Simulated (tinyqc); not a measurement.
# Capacitance measurement on a leaky thin oxide: effects of series resistance and leakage: two studies

The device is a capacitance C in parallel with a leakage conductance G, in series with Rs and Ls. An impedance meter reports either a parallel pair (Cp, Gp) from Y = 1/Z = Gp + i w Cp or a series pair (Cs, Rm) from Z = Rm + 1/(i w Cs); w = 2 pi f, dissipation D = Gp/(w |Cp|).

Values chosen for this exercise; values of the order met in thin-oxide MOS capacitors:
- eox = 3.9 (relative permittivity of the gate insulator (close to silicon dioxide))
- tox = 1.5 nm (insulator thickness)
- A = 100 um^2 (gate area)
- zc = 0.57 nm (oxide-equivalent thickness added by the accumulation layer)
- zp = 0.24 nm (oxide-equivalent thickness added by gate depletion)
- Jg = 0.00036 A/cm^2 (gate leakage current density, not matched to the thickness)
- Vs = 0.39 V (voltage for an e-fold rise of the leakage)
- Rs = 410 ohm (series resistance)
- Ls = 0 nH (series inductance)
- f = 1e6 Hz (measuring frequency)

Constants: eps0 = 8.8541878128e-14 F/cm where lengths are in cm. Results are converted to the units shown.

Each table varies one quantity; the others keep the values above.

## Readings against frequency

EOT = 3.9 tox/eox; CET = EOT + zc + zp; C = 3.9 eps0 A/CET; G = Jg A/Vs. Z = Rs + i w Ls + 1/(G + i w C); CET read from Cp = 3.9 eps0 A/Cp; errors under 0.001 % are printed as 0.

The same in every row: C (pF) = 1.495.

Readings against frequency:

| f (Hz) | Cp (pF) | Cs (pF) | D | error of Cp (%) | error of Cs (%) | CET read from Cp (nm) |
|---|---|---|---|---|---|---|
| 1000 | 1.495 | 1.509 | 0.09828 | 0 | 0.966 | 2.310 |
| 3000 | 1.495 | 1.496 | 0.03277 | 0 | 0.107 | 2.310 |
| 10000 | 1.495 | 1.495 | 0.009866 | 0 | 9.66e-3 | 2.310 |
| 30000 | 1.495 | 1.495 | 0.003391 | 0 | 1.07e-3 | 2.310 |
| 1e5 | 1.495 | 1.495 | 0.001368 | 0 | 0 | 2.310 |
| 3e5 | 1.495 | 1.495 | 0.001483 | 0 | 0 | 2.310 |
| 1e6 | 1.495 | 1.495 | 0.003949 | -1.56e-3 | 0 | 2.310 |
| 3e6 | 1.495 | 1.495 | 0.01159 | -0.0134 | 0 | 2.310 |
| 1e7 | 1.493 | 1.495 | 0.03852 | -0.148 | 0 | 2.313 |
| 3e7 | 1.475 | 1.495 | 0.1155 | -1.32 | 0 | 2.341 |

What does the comparison show?

D goes from 0.0983 through a minimum of 0.00137 (at f = 1e5 Hz among the rows listed) to 0.116; without inductance its minimum lies at f = sqrt(G (1 + G Rs)/Rs)/(2 pi C) = 1.60e5 Hz. The error of Cp goes from 0 to -1.32 % and that of Cs from 0.966 to 0 %; at low frequency Cp tends to C/(1 + G Rs)^2 and Cs grows as 1 + (G/(w C))^2. One of the two readings is within 2 % of C for f = 1000, 3000, 10000, 30000, 1e5, 3e5, 1e6, 3e6, 1e7, 3e7 Hz.

## Effect of the gate leakage current density, not matched to the thickness

Same model as above.

The same in every row: C (pF) = 1.495.

Effect of the gate leakage current density, not matched to the thickness:

| Jg (A/cm^2) | Cp (pF) | Cs (pF) | D | error of Cp (%) | error of Cs (%) | CET read from Cp (nm) |
|---|---|---|---|---|---|---|
| 1e-5 | 1.495 | 1.495 | 0.003854 | -1.49e-3 | 0 | 2.310 |
| 0.0001 | 1.495 | 1.495 | 0.003878 | -1.50e-3 | 0 | 2.310 |
| 0.001 | 1.495 | 1.495 | 0.004124 | -1.69e-3 | 0 | 2.310 |
| 0.02 | 1.495 | 1.495 | 0.009311 | -5.69e-3 | 2.98e-3 | 2.310 |
| 0.2 | 1.494 | 1.499 | 0.05846 | -0.0435 | 0.298 | 2.311 |
| 2 | 1.489 | 1.940 | 0.5510 | -0.421 | 29.8 | 2.320 |
| 30 | 1.405 | 101.8 | 8.452 | -6.02 | 6710 | 2.458 |
| 300 | 0.8640 | 1.003e4 | 107.7 | -42.2 | 6.71e5 | 3.997 |

As Jg goes from 1e-5 to 300, the error of Cp goes from -0.00149 to -42.2 %, that of Cs from 0 to 6.71e5 %, and D rises from 0.00385 to 108. The CET read from Cp goes from 2.31 to 4.00 nm against the true 2.31 nm. For Jg = 30, 300 D exceeds 1, where the accuracy of real meters degrades in proportion to sqrt(1 + D^2).

Computed by the program tinyqc: `OMP_NUM_THREADS=1 python tinyqc.py 2022035 2022036 out.jsonl`, one thread of a shared Intel Xeon 2.30GHz, about 0.01 s for the whole run.
